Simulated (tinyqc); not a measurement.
One gate, two gates and a surrounding gate.

Below threshold the potential that source and drain add obeys Laplace's equation, vanishes on the gates and decays along the channel as exp(-k y). The same ts (depleted depth over a conducting body, body thickness or wire diameter), ti and permittivities in three geometries; k is the smallest positive root of: one gate, f(k) = eps_r sin(k ti) cos(k ts) + ei cos(k ti) sin(k ts); two gates, f(k) = ei cos(k ti) cos(k ts/2) - eps_r sin(k ti) sin(k ts/2); wire, f(k) = ei J0(u)[J1(u) Y0(v) - Y1(u) J0(v)] - eps_r J1(u)[J0(u) Y0(v) - Y0(u) J0(v)], u = k ts/2, v = u + k ti. Parabolic estimates of l: sqrt((eps_r/ei) ts ti); sqrt((eps_r/(2 ei)) ts ti (1 + ei ts/(4 eps_r ti))); sqrt([2 eps_r ts^2 ln(1 + 2 ti/ts) + ei ts^2]/(16 ei)), in the same order.

Inputs (values chosen for the exercise); permittivities: semiconductor close to that of silicon, insulator close to that of hafnium oxide:
- eps_r = 11.8 (relative permittivity of the semiconductor)
- ei = 21.9 (relative permittivity of the insulator)
- ti = 9.4 nm (insulator thickness)
- ts = 4.6 nm (body thickness)

Scale lengths (nm):
```
,Lambda = pi/k,l = 1/k,l(parabolic)
one gate over a conducting body,15.23,4.847,4.827
two gates,21.35,6.795,3.781
wire,14.83,4.720,1.908
```

What do the numbers show?

The wire has the shortest scale length, 0.695 times that of the double gate; the single gate over a conducting body has 0.713 times it, its layer ending directly on a conductor where the double gate has a second insulator. The parabolic estimates are 0.42 % below, 44 % below and 60 % below the exact l, in the order of the rows.

Numbers from tinyqc (`OMP_NUM_THREADS=1 python tinyqc.py 2420066 2420067 out.jsonl`; about 0.01 s on one thread of a shared Intel Xeon 2.30GHz).
